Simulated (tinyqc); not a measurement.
Extrapolating accelerated tests: lateral field, substrate current, probability of reaching the oxide barrier and hot-carrier lifetime of a silicon transistor (pseudo-two-dimensional and lucky-electron models). Computed by tinyqc, a small Python program. Command: `OMP_NUM_THREADS=1 python tinyqc.py 3018240 3018241 out.jsonl hotcar walk`. One thread of a shared host (Intel(R) Xeon(R) Processor @ 2.30GHz), about 0.01 s of CPU time with the checks.

Local-field models: a lucky carrier gains its energy at the peak field over a path free of collisions. Voltages are magnitudes.

Inputs (values chosen for the exercise, modelled on a silicon n-channel):
```
quantity                                value                      unit
channel length L                         1600                        nm
oxide thickness t                          34                        nm
junction depth x_j                        390                        nm
mobility mu                               360                cm^2/(V s)
saturation velocity v_s                  0.88                  1e7 cm/s
threshold voltage V_T                    0.55                         V
gate voltage V_G                          7.1                         V
drain voltage V_D                          17                         V
ionisation prefactor A_i              2.2e+06                      1/cm
ionisation field B_i                     1.73                     MV/cm
hot-carrier mean free path lambda         7.8                        nm
oxide barrier phi_b                       3.1                        eV
interface-trap threshold phi_it           3.7                        eV
lifetime constant H                        10  s microampere/micrometre
length of the depleted extension L_n      230                        nm
```

Drain: lightly doped extension.

Constants: eps_0 = 8.8541878128e-12 F/m.

Method:
- C_ox = 3.9 eps_0/t; F_sat = 2 v_s/mu; V_Dsat = V_ov F_sat L/(V_ov + F_sat L), V_ov = V_G - V_T; I_D/W = C_ox v_s (V_ov - V_Dsat).
- Scale length l = 0.22 t^(1/3) x_j^(1/2) (all in cm); F_m = sqrt(((V_D - V_Dsat)/l_e)^2 + F_sat^2), with l_e = l + L_n; length of the velocity-saturated region l_e ln((V_D - V_Dsat)/(l_e F_sat) + F_m/F_sat).
- Substrate current I_sub/I_D = (A_i/B_i)(V_D - V_Dsat) exp(-B_i/F_m); probability of reaching the oxide barrier exp(-phi_b/(e lambda F_m)); lifetime tau = (H/(I_D/W)) exp(phi_it/(e lambda F_m)).
- V_10 solves tau = 3.156e8 s at the given V_G. The extrapolation fits ln(tau) against 1/V_D at 1, 1.08, 1.16 and 1.25 times the given V_D (rounded to 3 digits) by least squares and reads off the same tau.

V_Dsat = 3.56490 V

Stress points:
```
V_D (V)  1/V_D (1/V)     tau (s)
17.0        0.058824  1.5330e+05
18.4        0.054348  3.7574e+04
19.7        0.050761  1.2591e+04
21.2        0.047170  4.3361e+03
```

ten-year drain voltage V_10 = 12.372 V

V_10 from the 1/V_D extrapolation = 11.932 V

What follows from these numbers?

The extrapolation is 440 mV below the true value: ln(tau) is nearly linear in 1/(V_D - V_Dsat), not in 1/V_D, so the straight line errs on the safe side when one extrapolates down.

Extremes, crossings and ranges named in words are read from the listed rows.
